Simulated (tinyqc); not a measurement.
What moves the response: phonon-assisted absorption at an indirect gap.

alpha(E) = sum_j A_j [N_j (E - Eg + w_j)^2 + (N_j + 1)(E - Eg - w_j)^2], each bracket counted only where its base is positive; N_j = 1/(exp(w_j/kB T) - 1). The first term absorbs a phonon and the second emits one; excitons and direct transitions are left out.

Photodiode (Gaertner form with a dead layer): QE = (1 - R) exp(-alpha xj) [1 - exp(-alpha W)/(1 + alpha L)], R = ((nr - 1)/(nr + 1))^2; responsivity = QE/E in A/W for E in eV.

Constants: kB = 8.617333262e-05 eV/K.

Inputs chosen for the exercise (loosely those of SiC at room temperature; Eg is not tied to T; not measured data): Eg = 3.205 eV (indirect gap, held fixed unless listed); w = (67.7, 48.7) meV (two zone-edge phonons); A = (3300, 430) 1/(cm eV^2) (their strengths); T = 300 K; E = 3.302 eV (photon energy); nr = 2.79 (refractive index); xj = 0.22 micrometre (dead layer at the surface); W = 0.61 micrometre (depleted width); L = 3 micrometre (minority diffusion length below it).

At the energy E.

One parameter was then changed.

Results before and after:

| case | alpha (1/cm) | QE |
|---|---|---|
| base | 12.91 | 0.0036 |
| changed | 21.98 | 0.0061 |

Which of these changes was made? (a) W = 1.22 micrometre; (b) nr = 2.93; (c) Eg = 3.185 eV; (d) L = 1.5 micrometre; (e) xj = 0.44 micrometre; (f) T = 350 K.

Answer: (c) Eg = 3.185 eV. Of the candidates, run in turn, only this one gives the changed row.

All candidates:

| case | alpha (1/cm) | QE |
|---|---|---|
| base | 12.91 | 0.0036 |
| Eg = 3.185 eV | 21.98 | 0.0061 |
| T = 350 K | 17.30 | 0.0048 |
| W = 1.22 micrometre | 12.91 | 0.0042 |
| L = 1.5 micrometre | 12.91 | 0.0021 |
| xj = 0.44 micrometre | 12.91 | 0.0036 |
| nr = 2.93 | 12.91 | 0.0035 |

tinyqc: `OMP_NUM_THREADS=1 python tinyqc.py 1682509 1682510 out.jsonl`; about 0.01 s, one thread, shared Intel(R) Xeon(R) Processor @ 2.30GHz.
